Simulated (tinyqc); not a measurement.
Worked calculation: Deal-Grove kinetics of thermal oxidation of silicon. Computed by tinyqc, a small Python program that keeps every step. Command: `OMP_NUM_THREADS=1 python tinyqc.py 3028166 3028167 out.jsonl oxide walk`. One thread of a shared host (Intel(R) Xeon(R) Processor @ 2.30GHz), about 0.03 s of CPU time with the checks. Intermediate numbers are printed to about 6 digits and carried at full precision; extremes and crossings named in words are read from the listed rows.

Oxidant diffuses through the oxide and reacts at the interface, so that dx/dt = B/(A + 2x) for the oxide thickness x.

Inputs (values chosen for the exercise, close to those used for silicon):
```
quantity,value,unit
prefactor B0,344,um^2/h
activation energy E_B,0.778,eV
prefactor (B/A)0,1.02e+08,um/h
activation energy E_A,2.06,eV
temperature T,975,C
oxidant pressure p,0.5,atm
pressure exponent m of B/A,1,-
initial oxide x_i,0.1,um
time t,2.2,h
"temperature of step 2, T2",950,C
"time of step 2, t2",0.63,h
```

Ambient: steam. Surface: (100). Extension: second step.

Constants: k_B = 8.617333262e-05 eV/K.

## Rate constants

B = B0 p exp(-E_B/(k_B T)), B/A = (B/A)0 p^m exp(-E_A/(k_B T)), p in atm; A = B/(B/A). Temperatures in kelvin are T(C) + 273.15.

parabolic constant B = 0.124200 um^2/h

linear constant B/A = 0.245304 um/h

length A = 0.506309 um

Reaction at the interface limits growth while x is well below A/2 = 0.253 um, diffusion once x is well above it.

## Thickness after the oxidation

tau = (x_i^2 + A x_i)/B and x = (A/2) [sqrt(1 + 4 B (t + tau)/A^2) - 1], the root of x^2 + A x = B (t + tau). Silicon consumed is 0.44 times the oxide grown; the rate is B/(A + 2x).

tau = 0.488172 h

oxide thickness x = 0.377684 um

silicon consumed = 0.122181 um

final growth rate = 0.0984402 um/h

2x/A = 1.49: reaction and diffusion both resist, diffusion with a share 2x/(A + 2x) = 0.60.

## Full law against its linear and parabolic limits

Linear limit x = (B/A)(t + tau); parabolic limit x = sqrt(B (t + tau)).

Thickness (um):
```
t (h),full,linear limit,parabolic limit,2x/A
0.05,0.10869,0.13202,0.25854,0.42932
0.1,0.11717,0.14428,0.27028,0.46283
0.25,0.14152,0.18108,0.30279,0.55903
0.5,0.17907,0.24240,0.35033,0.70735
1,0.24576,0.36506,0.42992,0.97080
2,0.35768,0.61036,0.55591,1.41289
4,0.53521,1.10097,0.74661,2.11416
8,0.80435,2.08219,1.02676,3.17731
16,1.20009,4.04462,1.43102,4.74054
32,1.77147,7.96949,2.00874,6.99759
```

Both limits lie above the full result, since each drops one resistance. The linear law overshoots by 21 % in the first row and 350 % in the last, the parabolic law by 140 % and 13 %. The better limit switches between 1 and 2 h; both give the same value where B (t + tau) = A^2, at 2x/A = sqrt5 - 1 = 1.24.

## A second oxidation in the same ambient

Step 2 starts from the thickness x of step 1, with B and A at T2: tau2 = (x^2 + A2 x)/B2 and x2 = (A2/2) [sqrt(1 + 4 B2 (t2 + tau2)/A2^2) - 1].

B2 = 0.107131 um^2/h

A2 = 0.645978 um

tau2 = 3.60888 h

thickness after both steps x2 = 0.424296 um

## Two steps, the one at T2 first

First t2 at T2 from x_i, then t at T from the thickness reached.

thickness after t2 at T2 = 0.173410 um

final thickness in this order = 0.421528 um

The order changes the result by -0.65 %: ending with the larger A gives the thicker film, since A differs between the steps and the times are not simply additive.

Checks made by the program: closed form against Runge-Kutta integration of dx/dt (relative difference below 1e-10).
